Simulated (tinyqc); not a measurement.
Plane-wave Kohn-Sham cycle with exchange-only LDA in a layered model solid, step by step. Computed by tinyqc, a small Python program that keeps every step. Settings: points = 16, plane-wave index or count = 3, electrons = 4, k points = 2, area = 22.0, mixing = 0.5, iteration cap = 73. Command: `OMP_NUM_THREADS=1 python tinyqc.py 20560 20561 out.jsonl` (the two numbers bound the seeds that draw the settings). One thread of a shared host (Intel(R) Xeon(R) Processor @ 2.60GHz), about 0.02 s of CPU time with the checks. Later iterations appear only in the table of the cycle.

## Iteration 1: potential

A solid whose potential varies along x alone (atomic units):
```
parameter                      value
period a                   15.300000
cross-section of the cell  22.000000
electrons per cell                 4
grid points                       16
plane waves -n..n, n               3
k points                           2
V1 in V1 cos(2 pi x/a)     -0.470000
V2 in V2 cos(4 pi x/a)      0.140000
```

density at the start, on the grid x_j = j a/N (e/bohr^3): [0.011884, 0.011884, 0.011884, 0.011884, 0.011884, 0.011884, 0.011884, 0.011884, 0.011884, 0.011884, 0.011884, 0.011884, 0.011884, 0.011884, 0.011884, 0.011884]

V_H(G) = 4 pi rho(G)/G^2 for G != 0 (uniform background); v_x = -(3 rho/pi)^(1/3); V = V_ext + V_H + v_x; Fourier components f(G_m) = (1/N) sum_j f(x_j) exp(-i G_m x_j).

Potentials on the grid (hartree):
```
x          V_ext     V_H      v_x        V
0.0000   -0.3300  0.0000  -0.2247  -0.5547
0.9563   -0.3352  0.0000  -0.2247  -0.5599
1.9125   -0.3323  0.0000  -0.2247  -0.5571
2.8687   -0.2789  0.0000  -0.2247  -0.5036
3.8250   -0.1400  0.0000  -0.2247  -0.3647
4.7812    0.0809  0.0000  -0.2247  -0.1439
5.7375    0.3323  0.0000  -0.2247   0.1076
6.6937    0.5332  0.0000  -0.2247   0.3085
7.6500    0.6100  0.0000  -0.2247   0.3853
8.6062    0.5332  0.0000  -0.2247   0.3085
9.5625    0.3323  0.0000  -0.2247   0.1076
10.5188   0.0809  0.0000  -0.2247  -0.1439
11.4750  -0.1400  0.0000  -0.2247  -0.3647
12.4313  -0.2789  0.0000  -0.2247  -0.5036
13.3875  -0.3323  0.0000  -0.2247  -0.5571
14.3438  -0.3352  0.0000  -0.2247  -0.5599
```

V(G_m), m = 0, 1, 2, ... (hartree): [-0.2247, -0.2350, 0.0700, 0.0000, 0.0000, 0.0000, 0.0000]

## Iteration 1: Hamiltonian at one k

k = 0.2500 2 pi / a

H(m,m') = (k + G_m)^2/2 delta + V(G_m - G_m'), with V(-G) = V(G).

H (hartree), order -3, -2, -1, +0, +1, +2, +3:
$$\begin{pmatrix}
0.4130 & -0.2350 & 0.0700 & 0.0000 & 0.0000 & 0.0000 & 0.0000 \\
-0.2350 & 0.0335 & -0.2350 & 0.0700 & 0.0000 & 0.0000 & 0.0000 \\
0.0700 & -0.2350 & -0.1773 & -0.2350 & 0.0700 & 0.0000 & 0.0000 \\
0.0000 & 0.0700 & -0.2350 & -0.2194 & -0.2350 & 0.0700 & 0.0000 \\
0.0000 & 0.0000 & 0.0700 & -0.2350 & -0.0930 & -0.2350 & 0.0700 \\
0.0000 & 0.0000 & 0.0000 & 0.0700 & -0.2350 & 0.2022 & -0.2350 \\
0.0000 & 0.0000 & 0.0000 & 0.0000 & 0.0700 & -0.2350 & 0.6659
\end{pmatrix}$$

## Iteration 1: levels at that k

Diagonalise the Hermitian matrix.

eigenvalues (hartree): [-0.4980, -0.3371, -0.1238, 0.0988, 0.3057, 0.5790, 0.8004]

## Iteration 1: new density

Motion across x is left out: the lowest 2 band(s) hold two electrons at each of the k points (j + 1/2)/nk - 1/2. Residual R = rho(out) - rho(in); rho(new) = rho(in) + 0.5 R. rho(out) = 2/(a A nk) sum |psi|^2 with psi = sum c exp(i G x). Harris energy E = band energy - dV sum rho (V_H/2 + v_x) + (3/4) dV sum rho v_x with rho(in), dV = a A/N, band energy = (2/nk) sum of the filled levels.

rho(out) (e/bohr^3): [0.019749, 0.023857, 0.027503, 0.021007, 0.009754, 0.002629, 0.000396, 0.000041, 0.000012, 0.000041, 0.000396, 0.002629, 0.009754, 0.021007, 0.027503, 0.023857]

density after iteration 1 (e/bohr^3): [0.015816, 0.017870, 0.019693, 0.016445, 0.010819, 0.007256, 0.006140, 0.005962, 0.005948, 0.005962, 0.006140, 0.007256, 0.010819, 0.016445, 0.019693, 0.017870]

energy per cell = -1.445500 hartree

## Iteration 2: potential

As before.

Potentials on the grid (hartree):
```
x          V_ext      V_H      v_x        V
0.0000   -0.3300   0.5185  -0.2472  -0.0587
0.9563   -0.3352   0.4936  -0.2575  -0.0990
1.9125   -0.3323   0.4002  -0.2659  -0.1980
2.8687   -0.2789   0.2224  -0.2504  -0.3069
3.8250   -0.1400  -0.0055  -0.2178  -0.3633
4.7812    0.0809  -0.2234  -0.1906  -0.3332
5.7375    0.3323  -0.3906  -0.1803  -0.2386
6.6937    0.5332  -0.4926  -0.1786  -0.1379
7.6500    0.6100  -0.5267  -0.1784  -0.0951
8.6062    0.5332  -0.4926  -0.1786  -0.1379
9.5625    0.3323  -0.3906  -0.1803  -0.2386
10.5188   0.0809  -0.2234  -0.1906  -0.3332
11.4750  -0.1400  -0.0055  -0.2178  -0.3633
12.4313  -0.2789   0.2224  -0.2504  -0.3069
13.3875  -0.3323   0.4002  -0.2659  -0.1980
14.3438  -0.3352   0.4936  -0.2575  -0.0990
```

V(G_m), m = 0, 1, 2, ... (hartree): [-0.2192, 0.0116, 0.0714, -0.0025, -0.0004, -0.0001, 0.0002]

## Iteration 2: Hamiltonian at one k

k = 0.2500 2 pi / a

As before.

H (hartree), order -3, -2, -1, +0, +1, +2, +3:
$$\begin{pmatrix}
0.4185 & 0.0116 & 0.0714 & -0.0025 & -0.0004 & -0.0001 & 0.0002 \\
0.0116 & 0.0390 & 0.0116 & 0.0714 & -0.0025 & -0.0004 & -0.0001 \\
0.0714 & 0.0116 & -0.1718 & 0.0116 & 0.0714 & -0.0025 & -0.0004 \\
-0.0025 & 0.0714 & 0.0116 & -0.2140 & 0.0116 & 0.0714 & -0.0025 \\
-0.0004 & -0.0025 & 0.0714 & 0.0116 & -0.0875 & 0.0116 & 0.0714 \\
-0.0001 & -0.0004 & -0.0025 & 0.0714 & 0.0116 & 0.2076 & 0.0116 \\
0.0002 & -0.0001 & -0.0004 & -0.0025 & 0.0714 & 0.0116 & 0.6714
\end{pmatrix}$$

## Iteration 2: levels at that k

As before.

eigenvalues (hartree): [-0.2448, -0.2203, -0.0543, 0.0562, 0.2203, 0.4275, 0.6785]

## Iteration 2: new density

As before.

rho(out) (e/bohr^3): [0.001924, 0.003431, 0.008946, 0.017964, 0.023973, 0.020833, 0.012074, 0.005306, 0.003160, 0.005306, 0.012074, 0.020833, 0.023973, 0.017964, 0.008946, 0.003431]

density after iteration 2 (e/bohr^3): [0.008870, 0.010651, 0.014320, 0.017205, 0.017396, 0.014045, 0.009107, 0.005634, 0.004554, 0.005634, 0.009107, 0.014045, 0.017396, 0.017205, 0.014320, 0.010651]

energy per cell = -1.029056 hartree

## Convergence

Stop when sqrt(dV sum R^2) is below 1e-8, dV = a A/N.

Course of the cycle:
```
iteration  E (hartree)  norm of the residual
1            -1.445500              1.98e-01
2            -1.029056              1.86e-01
3            -1.058188              1.43e-01
4            -1.038805              1.76e-01
5            -1.188949              1.84e-01
6            -1.071257              1.89e-01
7            -1.217842              1.90e-01
8            -1.070659              1.88e-01
9            -1.210653              1.88e-01
10           -1.069983              1.88e-01
11           -1.210348              1.88e-01
...                ...                   ...
63           -1.210576              1.88e-01
64           -1.070088              1.88e-01
65           -1.210576              1.88e-01
66           -1.070088              1.88e-01
67           -1.210576              1.88e-01
68           -1.070088              1.88e-01
69           -1.210576              1.88e-01
70           -1.070088              1.88e-01
71           -1.210576              1.88e-01
72           -1.070088              1.88e-01
73           -1.210576              1.88e-01
```

Not converged within 73 iterations: the residual has stopped falling: the iteration swings between two states. Reruns (cap 100 unless said): mixing 0.1: not converged; mixing 0.5, Kerker q0 1.0: converged in 70 (E = -0.87803); mixing 0.3, Pulay depth 5: converged in 14 (E = -0.87803); the original settings with a cap of 400: not converged.
